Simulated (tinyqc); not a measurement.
# Capacitances against the relative permittivity between the lines

Endless row of lines of width wl, height tl and space sl between grounded planes at distance hd; e2 fills the gaps beside the lines, e1 the rest. Laplace's equation is solved on meshes of 3, 6 and 12 steps per unit u and extrapolated (Aitken), which is good to about 0.2 %. C_even (all lines at 1 V) is the capacitance Cg to the planes; C_odd (neighbours in antiphase) = Cg + 4 Cc if only nearest neighbours couple, which defines Cc; total with quiet neighbours Cg + 2 Cc. Plate values 2 eps0 e1 wl/hd and eps0 e2 tl/sl.

Parameters, values chosen for the exercise: relative permittivity above and below the lines e1 = 2.7; line width, in units u wl = 6 u; line height tl = 12 u; space between lines sl = 6 u; distance to each plane hd = 6 u.

Constants: eps0 = 8.8541878128e-12 F/m. Results are converted to the units shown.

The same in every row: plate Cg (aF/um) = 47.8.

Capacitances against the relative permittivity between the lines:

| e2 | Cg (aF/um) | Cc (aF/um) | Cg + 2 Cc (aF/um) | C_odd (aF/um) | plate Cc (aF/um) | share of coupling, 2 Cc/(Cg + 2 Cc) (%) |
|---|---|---|---|---|---|---|
| 1 | 84.1 | 23.3 | 131 | 177 | 17.7 | 35.7 |
| 1.5 | 85.8 | 32.0 | 150 | 214 | 26.6 | 42.7 |
| 2 | 87.0 | 40.7 | 168 | 250 | 35.4 | 48.3 |
| 2.5 | 87.9 | 49.4 | 187 | 286 | 44.3 | 52.9 |
| 3 | 88.7 | 58.2 | 205 | 322 | 53.1 | 56.8 |
| 3.9 | 89.7 | 74.0 | 238 | 386 | 69.1 | 62.3 |
| 5 | 90.7 | 93.4 | 277 | 464 | 88.5 | 67.3 |
| 7 | 91.8 | 129 | 349 | 606 | 124 | 73.7 |

As e2 goes from 1 to 7, Cg rises from 84.1 to 91.8 aF/um, Cc rises from 23.3 to 129 aF/um and the share of coupling rises from 35.7 to 73.7 %. Cg is 1.76 times its plate value in the first row and 1.92 times in the last; for Cc the ratios are 1.32 and 1.04. Neighbours in antiphase raise the load by a factor of 1.36 and 1.74 over quiet ones.

Numbers from tinyqc (`OMP_NUM_THREADS=1 python tinyqc.py 2790118 2790119 out.jsonl`; about 1 s on one thread of a shared Intel Xeon 2.30GHz).
